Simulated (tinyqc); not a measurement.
One anharmonic mode: perturbation theory, self-consistent phonons and exact levels: one step, computed by the program tinyqc. Command: `OMP_NUM_THREADS=1 python tinyqc.py 3021099 3021100 out.jsonl scp walk`. One thread of a shared host (Intel(R) Xeon(R) Processor @ 2.30GHz), about 0.04 s of CPU time with the checks.

V(x) = k x^2/2 + b x^4 for one coordinate x of mass M. A constant K > 0 gives hbar Omega = sqrt((hbar^2/u) K/M) with K in eV/angstrom^2 and M in u.

Problem. Self-consistent results. Self-consistent phonon, centred at x = 0: K = k + 12 b <x^2>, <x^2> = (hbar Omega/(2K)) coth(hbar Omega/(2 k_B T)). Its free energy is F = k_B T ln[2 sinh(hbar Omega/(2 k_B T))] + (k - K)<x^2>/2 + 3 b <x^2>^2, an upper bound to the exact one.

Inputs (values chosen for the exercise, for a model mode):
```
quantity             value           unit
mode mass M           9.86              u
harmonic constant k   2.66  eV/angstrom^2
quartic constant b     4.6  eV/angstrom^4
temperature T          100              K
```

Shape: single well.

self-consistent K = 2.998810 eV/angstrom^2

Constants: hbar^2/u = 4.18015928e-03 eV angstrom^2; k_B = 8.617333262e-05 eV/K.

Give: self-consistent quantum; self-consistent <x^2>; self-consistent free energy.

Solution.

self-consistent quantum = 35.66 meV

self-consistent <x^2> = 0.006138 angstrom^2

self-consistent free energy = 17.17 meV
